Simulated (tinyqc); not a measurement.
Two-junction solar cell, detailed-balance limit: two steps of the calculation.

The top cell takes all photons above E1, the bottom cell those between E2 and E1. Each cell follows J = Jsc - J0 (exp(V/Vt) - 1) with J0 = q ge Phi(gap, T)/ERE; light emitted by one cell and absorbed by the other is left out. In series both carry one current; wired apart (four terminals) each works at its own maximum power point. Efficiencies are counted against Pin = fs X sigma Ts^4.

Values chosen for this exercise:
- T = 280 K (cell temperature)
- Ts = 5500 K (temperature of the black-body sun)
- fs = 2.16e-5 (share of the hemisphere filled by the sun)
- X = 1 (concentration)
- ERE = 0.3 (external radiative efficiency)
- ge = 2 (number of faces that emit)
- E2 = 0.61 eV (gap of the bottom cell)
- E1 = 1.35 eV (gap of the top cell)

Constants: q = 1.602176634e-19 C, kB = 1.380649e-23 J/K, h = 6.62607015e-34 J s, c = 299792458 m/s, Vt = kB T/q. Results are converted to the units shown.

Problem 1. Photocurrents and dark currents. Photon flux above E from a black body at temperature T into a hemisphere: Phi(E, T) = A sum_k exp(-k E/th)[E^2 th/k + 2 E th^2/k^2 + 2 th^3/k^3], k = 1, 2, ..., with th = kB T/q in eV and A = 2 pi q^3/(h^3 c^2). J1 = q fs X Phi(E1, Ts), J2 = q fs X [Phi(E2, Ts) - Phi(E1, Ts)], J01 and J02 as above; sigma = 2 pi^5 kB^4/(15 h^3 c^2).

Find: J1; J2; J01; J02; Pin.

Solution 1.

J1 = 34.08 mA/cm^2
J2 = 34.20 mA/cm^2
J01 = 2.417e-18 mA/cm^2
J02 = 1.075e-5 mA/cm^2
Pin = 112.1 mW/cm^2

The top cell limits the series current; the other has 0.34 % more.

Problem 2. The series curve. V1 = Vt ln((J1 - J)/J01 + 1), V2 = Vt ln((J2 - J)/J02 + 1), power J (V1 + V2).

| point | J (mA/cm^2) |
|---|---|
| 0 | 0 |
| 1 | 17.04 |
| 2 | 27.27 |
| 3 | 30.67 |
| 4 | 32.04 |
| 5 | 32.72 |
| 6 | 33.4 |
| 7 | 33.91 |

J1 = 34.081331 mA/cm^2
J2 = 34.197573 mA/cm^2
J01 = 2.4171838e-18 mA/cm^2
J02 = 1.0752706e-5 mA/cm^2

Wanted: V1; V2; power.

Solution 2.

| point | V1 (V) | V2 (V) | power (mW/cm^2) |
|---|---|---|---|
| 0 | 1.0639 | 0.36126 | 0 |
| 1 | 1.0472 | 0.34462 | 23.716 |
| 2 | 1.0250 | 0.32274 | 36.754 |
| 3 | 1.0084 | 0.30646 | 40.325 |
| 4 | 0.99597 | 0.29459 | 41.350 |
| 5 | 0.98619 | 0.28546 | 41.608 |
| 6 | 0.96949 | 0.27058 | 41.418 |
| 7 | 0.93618 | 0.24597 | 40.087 |

Among these points the power is largest at J = 32.72 mA/cm^2.

Program tinyqc, `OMP_NUM_THREADS=1 python tinyqc.py 2820038 2820039 out.jsonl`; Intel Xeon 2.30GHz, shared host, one thread, about 0.01 s.
